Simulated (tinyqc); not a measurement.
The product rho l across metals: free and nearly free electrons in a metal.

Constants: hbar^2/2m0 = 3.80998211 eV angstrom^2; hbar = 6.58211957e-16 eV s.

Free electrons with m = 1; fcc cells hold 4 atoms and bcc cells 2; n = atoms z/a^3, kF = (3 pi^2 n)^(1/3), rho l = hbar kF/(n e^2), e = 1.602176634e-19 C. Inputs are chosen for the exercise.

Results:

| case | lattice | a (angstrom) | z | rho (micro-ohm cm) | kF (1/angstrom) | EF (eV) | l (nm) | rho l (1e-16 ohm m^2) |
|---|---|---|---|---|---|---|---|---|
| near Al | fcc | 4.076 | 3 | 2.49 | 1.738 | 11.50 | 16.2 | 4.03 |
| near Ca | fcc | 5.562 | 2 | 3.24 | 1.112 | 4.71 | 30.3 | 9.83 |
| near Na | bcc | 4.257 | 1 | 4.86 | 0.916 | 3.19 | 29.9 | 14.51 |
| near Cu | fcc | 3.612 | 1 | 1.73 | 1.360 | 7.04 | 38.0 | 6.58 |
| near K | bcc | 5.263 | 1 | 6.87 | 0.741 | 2.09 | 32.3 | 22.18 |
| near Ag | fcc | 4.045 | 1 | 1.46 | 1.214 | 5.62 | 56.5 | 8.25 |

rho l falls as n^(-2/3): it is lowest for the case near Al and highest for near K. The lowest bulk rho belongs to near Ag; in very narrow wires, where rho l rules, the order changes. Real Fermi surfaces depart from spheres, most for the polyvalent and noble metals.

tinyqc: `OMP_NUM_THREADS=1 python tinyqc.py 1651388 1651389 out.jsonl`; about 0.01 s, one thread, shared Intel(R) Xeon(R) Processor @ 2.30GHz.
